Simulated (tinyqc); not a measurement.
# On-chip interconnect, size-dependent resistivity and RC delay: effects of single changes

A rectangular line between two neighbours and two ground planes. Surface and grain-boundary scattering are added to the bulk resistivity as corrections; capacitances are parallel-plate values without fringing; inductance is ignored.

Inputs (values chosen for the exercise); metal values close to those of copper: bulk resistivity rho0 = 1.63 uohm cm; bulk mean free path lam = 38.8 nm; specular share of surface scattering ps = 0; reflection coefficient of grain boundaries Rg = 0.45; grain size over the metal width gr = 1; drawn line width wd = 58 nm; aspect ratio, height over width AR = 2.3; liner on both walls and the bottom, not conducting tl = 2.7 nm; space to the neighbouring lines sp = 58 nm; dielectric height to the planes above and below hd = 130 nm; relative permittivity of the dielectric ek = 3; Miller factor of the neighbours Mf = 2; line length Lw = 17 um; driver resistance Rd = 440 ohm; load capacitance Cl = 0.3 fF; bulk resistivity of the second metal (close to ruthenium) rho2 = 7.69 uohm cm; mean free path of the second metal lam2 = 6.75 nm; liner of the second metal tl2 = 0.6 nm.

Constants: eps0 = 8.8541878128e-12 F/m. Results are converted to the units shown.

Each table varies one quantity; the others keep the values above.

## Delay against the space to the neighbouring lines

Metal width x = wd - 2 tl, height y = AR wd - tl; grain boundaries (Mayadas-Shatzkes): al = (lam/(gr x)) Rg/(1 - Rg), g = 1/[1 - 3 al/2 + 3 al^2 - 3 al^3 ln(1 + 1/al)] - 1; surfaces (Fuchs-Sondheimer, thick limit): s = (3/8) lam (1 - ps)(1/x + 1/y); rho = rho0 (1 + g + s); r = rho/(x y); c = eps0 ek (2 wd/hd + 2 Mf AR wd/sp). Elmore delay tE = Rd (c Lw + Cl) + r Lw (c Lw/2 + Cl); t50 is the time at which the far end of a ladder of 30 pi sections (half capacitances at both ends, Cl at the far end, a step applied through Rd) reaches half the step; line share r Lw/(Rd + r Lw); estimate 0.69 Rd (c Lw + Cl) + 0.38 r c Lw^2 + 0.69 r Lw Cl.

The same in every row: rho (uohm cm) = 3.634; r (ohm/um) = 5.286; line share of the resistance (%) = 16.96.

Delay against the space to the neighbouring lines:

| sp (nm) | c (fF/um) | tE (ps) | t50 (ps) | estimate (ps) |
|---|---|---|---|---|
| 29 | 0.5125 | 4.384 | 3.081 | 3.052 |
| 40 | 0.3780 | 3.276 | 2.302 | 2.280 |
| 56 | 0.2768 | 2.441 | 1.716 | 1.699 |
| 78 | 0.2054 | 1.852 | 1.302 | 1.289 |
| 110 | 0.1526 | 1.417 | 0.9962 | 0.9856 |
| 150 | 0.1182 | 1.133 | 0.7971 | 0.7883 |
| 210 | 0.09120 | 0.9108 | 0.6406 | 0.6333 |
| 290 | 0.07258 | 0.7573 | 0.5327 | 0.5264 |

Read the table: what changes, and by how much?

As sp goes from 29 to 290, r stays at 5.29 ohm/um, c falls from 0.512 to 0.0726 fF/um and t50 falls from 3.08 to 0.533 ps. t50/tE stays at 0.703, and the estimate is within 1.2 % of t50.

## Two metals against line width

Metal width x = wd - 2 tl, height y = AR wd - tl; grain boundaries (Mayadas-Shatzkes): al = (lam/(gr x)) Rg/(1 - Rg), g = 1/[1 - 3 al/2 + 3 al^2 - 3 al^3 ln(1 + 1/al)] - 1; surfaces (Fuchs-Sondheimer, thick limit): s = (3/8) lam (1 - ps)(1/x + 1/y); rho = rho0 (1 + g + s); r = rho/(x y). The second metal has rho2, lam2 and tl2 in place of rho0, lam and tl; ps, Rg, gr and AR are shared.

Two metals against line width:

| wd (nm) | rho, first (uohm cm) | rho, second (uohm cm) | r, first (ohm/um) | r, second (ohm/um) | ratio second/first |
|---|---|---|---|---|---|
| 8 | 38.90 | 20.29 | 9530 | 1676 | 0.1759 |
| 10 | 23.05 | 17.49 | 2469 | 887.5 | 0.3595 |
| 13 | 14.80 | 15.06 | 715.8 | 435.5 | 0.6084 |
| 17 | 10.37 | 13.23 | 245.5 | 217.5 | 0.8860 |
| 22 | 7.796 | 11.92 | 98.04 | 114.7 | 1.169 |
| 30 | 5.835 | 10.77 | 35.77 | 54.67 | 1.528 |
| 45 | 4.274 | 9.730 | 10.71 | 21.59 | 2.016 |
| 70 | 3.270 | 8.998 | 3.198 | 8.153 | 2.550 |
| 120 | 2.566 | 8.452 | 0.8194 | 2.583 | 3.153 |

What does the table show?

The resistivity of the first metal falls from 38.9 to 2.57 uohm cm and that of the second goes from 20.3 to 8.45 uohm cm as the line widens. The products rho0 lam, which set the size effect, are 63.2 and 51.9 uohm cm nm. The two resistances cross at wd = 18.9 nm: below it the second metal gives the lower line resistance. For widths well under the mean free path the thick-limit surface term is only a guide.

Program tinyqc, `OMP_NUM_THREADS=1 python tinyqc.py 2100162 2100163 out.jsonl`; Intel Xeon 2.30GHz, shared host, one thread, about 0.01 s.
